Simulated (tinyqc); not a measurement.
Cabrera-Mott growth of a thin oxide under its own electric field. Inputs raised by 5 %, one at a time. Computed by tinyqc, a small Python program. Command: `OMP_NUM_THREADS=1 python tinyqc.py 3028237 3028238 out.jsonl cabrera sens`. One thread of a shared host (Intel(R) Xeon(R) Processor @ 2.30GHz), about 0.04 s of CPU time with the checks.

Electrons cross the film freely and set a fixed potential V across it; the field V/x lowers the barrier for ions entering the oxide.

Inputs (values chosen for the exercise, for a model metal):
```
quantity                     value        unit
barrier W                     1.38          eV
Mott potential V               1.4           V
ion charge number z              1           -
half jump distance b           1.3    angstrom
prefactor u0 = N Omega nu  3.8e+12  angstrom/s
temperature T                  350           K
starting thickness x0          3.4    angstrom
time t                      490000           s
```

Backward hops: kept.

Constants: k_B = 8.617333262e-05 eV/K.

Method:
- u = u0 exp(-W/(k_B T)), X1 = z b V/(k_B T) with V in volts and k_B T in eV; dx/dt = 2 u sinh(X1/x).
- t(x) = int_(x0)^x dx / (dx/dt) by Gauss-Legendre quadrature (80 points on each side of (x0 + 2 x)/3), solved for x.
- Growth counts as stopped when u exp(X1/x) falls to 1e-5 angstrom/s: x_L = X1/ln(1e-5/u), defined while u is below that rate; the critical temperature is T_c = W/(k_B ln(u0/1e-5)).

Runs; columns: (1) input moved; (2) from; (3) to; (4) thickness x (angstrom); (5) rate at time t (angstrom/s); (6) field at time t (MV/cm); (7) critical temperature T_c (K):
```
(1)                                         (2)       (3)     (4)         (5)     (6)     (7)
base run                                      -         -  13.516  4.4421e-06  10.358  395.62
barrier W (eV)                             1.38     1.449   9.768  2.5010e-06  14.333  415.40
Mott potential V (V)                        1.4      1.47  14.081  4.6009e-06  10.440  395.62
half jump distance b (angstrom)             1.3     1.365  14.081  4.6009e-06   9.943  395.62
prefactor u0 = N Omega nu (angstrom/s)  3.8e+12  3.99e+12  13.623  4.5035e-06  10.277  395.14
temperature T (K)                           350     367.5  19.494  8.5912e-06   7.182  395.62
time t (s)                               490000    514500  13.623  4.2891e-06  10.277  395.62
```

Exponents ln(y'/y) / ln(x'/x):
```
input                      thickness x  rate at time t  field at time t  critical temperature T_c
barrier W                       -6.657         -11.774            6.657                     1.000
Mott potential V                 0.839           0.720            0.161                     0.000
half jump distance b             0.839           0.720           -0.839                     0.000
prefactor u0 = N Omega nu        0.162           0.282           -0.162                    -0.025
temperature T                    7.506          13.520           -7.506                     0.000
time t                           0.162          -0.718           -0.162                     0.000
```

Among the inputs moved here: thickness x answers most in size to temperature T (exponent +7.506), next to barrier W (-6.657). Rate at time t answers most in size to temperature T (exponent +13.520), next to barrier W (-11.774). Field at time t answers most in size to temperature T (exponent -7.506), next to barrier W (+6.657). Critical temperature T_c answers most in size to barrier W (exponent +1.000), next to prefactor u0 = N Omega nu (-0.025); its exponent is below 0.0005 for Mott potential V, half jump distance b, temperature T, time t.

Caution (all rows): the starting field or rate is formal: the first layers form as fast as oxygen arrives.
